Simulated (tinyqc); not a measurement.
## The bottom gap that matches the currents

Inverse problem. Photon flux above E from a black body at temperature T into a hemisphere: Phi(E, T) = A sum_k exp(-k E/th)[E^2 th/k + 2 E th^2/k^2 + 2 th^3/k^3], k = 1, 2, ..., with th = kB T/q in eV and A = 2 pi q^3/(h^3 c^2). In a two-junction cell the top cell (gap E1) absorbs every photon above E1 and the bottom cell (gap E2) every photon between E2 and E1, one electron each; the sun fills the share fs X of the hemisphere. The currents match when Phi(E2, Ts) = 2 Phi(E1, Ts). Find E2 and the matched current q fs X Phi(E1, Ts).

Values chosen for this exercise: temperature of the black-body sun Ts = 6000 K; share of the hemisphere filled by the sun fs = 2.16e-5; concentration X = 1.

Constants: q = 1.602176634e-19 C, kB = 1.380649e-23 J/K, h = 6.62607015e-34 J s, c = 299792458 m/s. Results are converted to the units shown.

E1 = 1.4997136 eV

Answer. Phi falls steadily with energy, so the condition has one root below E1.

E2 = 0.7100 eV
matched current = 43.03 mA/cm^2

Computed by the program tinyqc: `OMP_NUM_THREADS=1 python tinyqc.py 2820129 2820130 out.jsonl`, one thread of a shared Intel Xeon 2.30GHz, about 0.01 s for the whole run.
